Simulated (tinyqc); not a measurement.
Worked calculation: G0W0 on RHF in the 3-21g basis, for H3+, spin multiplicity 1. One step of it, computed by the program tinyqc.

Task: G0W0 on Hartree-Fock: HOMO. W(p,q,m) = sqrt2 sum_ia (pq|ia) (X+Y)_ia,m; Sigma_c(x) = sum_(i,m) W^2/(x - e_i + w_m) + sum_(a,m) W^2/(x - e_a - w_m); solve x = e_p + Sigma_c(x) by Newton steps; Z = 1/(1 - dSigma/dx); 1 hartree = 27.211386 eV.

orbital energies (hartree): [-1.163079, -0.207923, -0.176151, 0.492539, 0.832930, 0.897828]

Two-electron integrals over orbitals (pq|rs), unique and non-zero (hartree):
```
(11|11) 0.640759    (21|11) -0.009260   (21|21) 0.100380    (22|11) 0.478775
(22|21) 0.045868    (22|22) 0.454359    (31|31) 0.093523    (32|31) -0.040760
(32|32) 0.033807    (33|11) 0.472662    (33|21) -0.045515   (33|22) 0.370524
(33|33) 0.440758    (41|11) 0.133634    (41|21) -0.004979   (41|22) 0.060856
(41|33) 0.057275    (41|41) 0.072486    (42|11) -0.006812   (42|21) -0.003527
(42|22) -0.006580   (42|33) 0.001700    (42|41) -0.005094   (42|42) 0.032019
(43|31) -0.009726   (43|32) 0.005381    (43|43) 0.035331    (44|11) 0.486113
(44|21) -0.011436   (44|22) 0.394072    (44|33) 0.396931    (44|41) 0.072023
(44|42) -0.002268   (44|44) 0.409256    (51|11) 0.002904    (51|21) -0.074522
(51|22) -0.037531   (51|33) 0.031528    (51|41) 0.003641    (51|42) -0.028633
(51|44) 0.005398    (51|51) 0.089650    (52|11) -0.147257   (52|21) -0.033499
(52|22) -0.093687   (52|33) -0.062772   (52|41) -0.064844   (52|42) -0.011400
(52|44) -0.081288   (52|51) 0.044035    (52|52) 0.100054    (53|31) 0.028661
(53|32) -0.009347   (53|43) 0.010424    (53|53) 0.019705    (54|11) 0.007376
(54|21) -0.087056   (54|22) -0.040983   (54|33) 0.039250    (54|41) 0.004710
(54|42) -0.000826   (54|44) 0.010302    (54|51) 0.073083    (54|52) 0.033691
(54|54) 0.089109    (55|11) 0.562557    (55|21) 0.076851    (55|22) 0.492825
(55|33) 0.392611    (55|41) 0.114738    (55|42) 0.009524    (55|44) 0.441312
(55|51) -0.083820   (55|52) -0.169389   (55|54) -0.079778   (55|55) 0.621995
(61|31) -0.074579   (61|32) 0.035199    (61|43) -0.026182   (61|53) -0.036867
(61|61) 0.096940    (62|31) 0.035600    (62|32) -0.013239   (62|43) 0.011365
(62|53) 0.020753    (62|61) -0.044339   (62|62) 0.025790    (63|11) -0.148000
(63|21) 0.036673    (63|22) -0.065164   (63|33) -0.085169   (63|41) -0.066504
(63|42) 0.015041    (63|44) -0.084495   (63|51) -0.039161   (63|52) 0.047546
(63|54) -0.034803   (63|55) -0.092488   (63|63) 0.093842    (64|31) -0.085678
(64|32) 0.038805    (64|43) 0.002162    (64|53) -0.030972   (64|61) 0.080811
(64|62) -0.038190   (64|64) 0.095207    (65|31) -0.062901   (65|32) 0.035486
(65|43) -0.011128   (65|53) -0.025881   (65|61) 0.072651    (65|62) -0.032214
(65|64) 0.070755    (65|65) 0.062451    (66|11) 0.584910    (66|21) -0.078878
(66|22) 0.409320    (66|33) 0.484427    (66|41) 0.127349    (66|42) -0.020425
(66|44) 0.463708    (66|51) 0.075770    (66|52) -0.102248   (66|54) 0.078533
(66|55) 0.461762    (66|63) -0.169183   (66|66) 0.637270
```

excitation energies w (hartree): [1.116486, 1.137972, 1.794655, 2.179321, 2.257151]

X + Y, order 1>2, 1>3, 1>4, 1>5, 1>6:
```
[[0.918387, 0.000000, -0.006322, -0.078420, 0.000000],
 [0.000000, 0.925342, 0.000000, 0.000000, -0.074513],
 [0.013405, 0.000000, 0.960249, 0.016681, 0.000000],
 [0.158121, 0.000000, -0.021415, 0.950105, 0.000000],
 [0.000000, 0.151647, 0.000000, 0.000000, 0.949454]]
```

Give: The 12 largest terms at x = e_p; Newton steps; quasiparticle energy of the HOMO; Hartree-Fock value.

Result:

The 12 largest terms at x = e_p (hartree; W for the signs of X + Y given):
```
q  m       W       term
1  3   0.181      0.018
2  1   0.114     -0.006
3  2   0.106     -0.005
6  5   0.138  -4.41e-03
5  4   0.129  -3.97e-03
2  4  -0.111  -3.96e-03
3  5  -0.110  -3.73e-03
4  3   0.098  -2.80e-03
5  1  -0.077  -1.89e-03
6  2  -0.077  -1.84e-03
1  1  -0.009   7.01e-05
1  4   0.008   3.00e-05
```

Newton steps (hartree):
```
step       x  Sigma_c(x)      Z
0     -1.163      -0.016  0.978
1     -1.178      -0.015  0.978
2     -1.178      -0.015  0.978
```

quasiparticle energy of the HOMO = -32.068 eV

Hartree-Fock value = -31.649 eV
